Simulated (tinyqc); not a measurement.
# Screening length from the swing

Inverse problem. In a simple model of a Schottky-barrier transistor a barrier thinner than d = 3.3 nm is transparent, so the effective barrier is pn - psi (1 - exp(-d/lam)) and the swing beyond flat band is Vt ln 10/(1 - exp(-d/lam)). Find the thermionic swing, lam, and the effective barrier at psi = 0.2 V.

Inputs (values chosen for the exercise): temperature T = 300 K; barrier for electrons at both contacts pn = 0.32 eV.

Constants: q = 1.602176634e-19 C, kB = 1.380649e-23 J/K, Vt = kB T/q. Results are converted to the units shown.

swing in the tunnelling range = 72.247437 mV/decade

Solution. The ratio of the two swings is 1 - exp(-d/lam).

Vt ln 10 = 59.53 mV/decade
lam = 1.900 nm
effective barrier = 0.1552 eV

Program tinyqc, `OMP_NUM_THREADS=1 python tinyqc.py 2390116 2390117 out.jsonl`; Intel Xeon 2.30GHz, shared host, one thread, about 0.4 s.
